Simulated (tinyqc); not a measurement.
Time-dependent dielectric breakdown: cell percolation, Weibull statistics, area scaling and voltage extrapolation: one step, computed by the program tinyqc. Command: `OMP_NUM_THREADS=1 python tinyqc.py 3020583 3020584 out.jsonl tddb walk`. One thread of a shared host (Intel(R) Xeon(R) Processor @ 2.30GHz), about 0.01 s of CPU time with the checks.

The oxide is divided into columns of area a^2, each holding m = t_ox/a cells (m is taken as continuous). A share lambda(t) = (t/t_1)^alpha of the cells is defective, and a column whose cells are all defective breaks down.

Task: Weibull parameters from the cell model. Failure fraction F = 1 - (1 - lambda^m)^N with N = A/a^2 columns, which for small lambda^m is 1 - exp(-(t/t63)^beta) with beta = alpha m and t63 = t_1 N^(-1/beta); critical share lambda(t63) = N^(-1/m). 1 um^2 = 1e6 nm^2.

Inputs (values chosen for the exercise, for a model gate oxide): oxide thickness t_ox = 3.9 nm; defect cell size a = 1 nm; exponent alpha of defect growth = 0.31; time t_1 at which the occupied share would reach 1 = 2.3e+11 s; test area A = 70 um^2.

Give: cells per column m; columns N; Weibull slope beta; characteristic life t63; critical share of defective cells.

Result:

cells per column m = 3.9

columns N = 7.00e+07

Weibull slope beta = 1.209

characteristic life t63 = 74613 s

critical share of defective cells = 0.009737

Times between F = 10 % and 90 % span a factor 12.8: the smaller beta = alpha m, the wider the scatter. Caution: t_1 is an input here; in a real oxide it changes with thickness at fixed voltage.
